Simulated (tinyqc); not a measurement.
# Inputs raised by 10 %, one at a time

Model: wafer bonding and layer transfer: bond energy, gap closing, particles, bonding of dissimilar wafers and hydrogen blisters. Computed by tinyqc, a small Python program. Command: `OMP_NUM_THREADS=1 python tinyqc.py 3012775 3012776 out.jsonl bond sens`. One thread of a shared host (Intel(R) Xeon(R) Processor @ 2.30GHz), about 0.01 s of CPU time with the checks.

gamma is the energy per area of each of the two surfaces; plates are isotropic, and both wafers have E1 and t1.

Inputs (values chosen for the exercise, with wafer 1 close to silicon):
```
quantity,value,unit
Young's modulus E1,155,GPa
Poisson ratio nu,0.23,-
thickness t1,725,micrometre
blade thickness t_b,80,micrometre
crack length L,11.6,mm
particle radius h,0.8,micrometre
radius of a shallow gap R,1.3,mm
half height of the gap h_g,3.9,nm
implant depth d,0.76,micrometre
hydrogen dose,8.5,1e16/cm^2
share of the dose released as H2,0.44,-
surface energy of the weakened plane gamma_s,0.66,J/m^2
anneal temperature T,825,K
```

Pair: two equal wafers.

Constants: k_B = 1.380649e-23 J/K.

Method:
- Two cantilevers opened by t_b: gamma = 3 t_b^2 E1 t1^3 E2 t2^3/(16 L^4 (E1 t1^3 + E2 t2^3)).
- E' = E1/(1 - nu^2), equal wafers of thickness t1 assumed. A gap of radius R closes if h_g < h_c: h_c = R^2/sqrt((2/3) E' t1^3/gamma) for R > 2 t1 (plate bending), h_c = 3.6 sqrt(R gamma/E') for R < 2 t1 (local deformation).
- E' = E1/(1 - nu^2), equal wafers assumed. Void radius in the plate regime: R_v = [(2/3) E' t1^3/gamma]^(1/4) h^(1/2). Below h_crit = 5 sqrt(t1 gamma/E') the wafers deform locally and R_v is of the order of h (taken as h).
- A flat crack of radius r under a layer of thickness d, as a clamped plate: centre height w = 3 p r^4/(16 E' d^3), volume pi r^2 w/3, energy release G = 3 p^2 r^4/(32 E' d^3), E' = E1/(1 - nu^2). It grows when G = 2 gamma_s. The gas comes from the area pi r^2: p V = (dose x share/2) pi r^2 k_B T, and G = p w/2 = (3/2) N k_B T with N the H2 molecules per area. Share needed: G = 2 gamma_s. The pressure and height at growth are given for r = 10 d.

Runs:
```
input moved,from,to,bond energy gamma (J/m^2),void radius (micrometre),closable height h_c (nm),share of the dose needed
base run,-,-,1.9573,1920.2,448.89,0.18178
Young's modulus E1 (GPa),155,170.5,2.1531,1920.2,448.89,0.18178
blade thickness t_b (micrometre),80,88,2.3684,1830.8,493.78,0.18178
crack length L (mm),11.6,12.76,1.3369,2112.2,370.98,0.18178
particle radius h (micrometre),0.8,0.88,1.9573,2013.9,448.89,0.18178
hydrogen dose (1e16/cm^2),8.5,9.35,1.9573,1920.2,448.89,0.16526
surface energy of the weakened plane gamma_s (J/m^2),0.66,0.726,1.9573,1920.2,448.89,0.19996
implant depth d (micrometre),0.76,0.836,1.9573,1920.2,448.89,0.18178
```

Exponents ln(y'/y) / ln(x'/x):
```
input,bond energy gamma,void radius,closable height h_c,share of the dose needed
Young's modulus E1,1,0.0,0,0
blade thickness t_b,2,-0.5,1,0
crack length L,-4,1.0,-2,0
particle radius h,0,0.5,0,0
hydrogen dose,0,0.0,0,-1
surface energy of the weakened plane gamma_s,0,0.0,0,1
implant depth d,0,0.0,0,0
```

Which inputs matter most for each result?

Among the inputs moved here: bond energy gamma answers most in size to crack length L (exponent -4.000), next to blade thickness t_b (+2.000); its exponent is below 0.0005 for particle radius h, hydrogen dose, surface energy of the weakened plane gamma_s, implant depth d. Its exponent +2.000 in blade thickness t_b: energy is quadratic in the opening. Its exponent -4.000 in crack length L: beam compliance goes as L^3. Void radius answers most in size to crack length L (exponent +1.000), next to blade thickness t_b (-0.500); its exponent is below 0.0005 for Young's modulus E1, hydrogen dose, surface energy of the weakened plane gamma_s, implant depth d. Its exponent +0.500 in particle radius h: plate bending. Closable height h_c answers most in size to crack length L (exponent -2.000), next to blade thickness t_b (+1.000); its exponent is below 0.0005 for Young's modulus E1, particle radius h, hydrogen dose, surface energy of the weakened plane gamma_s, implant depth d. Share of the dose needed answers most in size to surface energy of the weakened plane gamma_s (exponent +1.000), and about equally to hydrogen dose (-1.000); its exponent is below 0.0005 for Young's modulus E1, blade thickness t_b, crack length L, particle radius h, implant depth d.
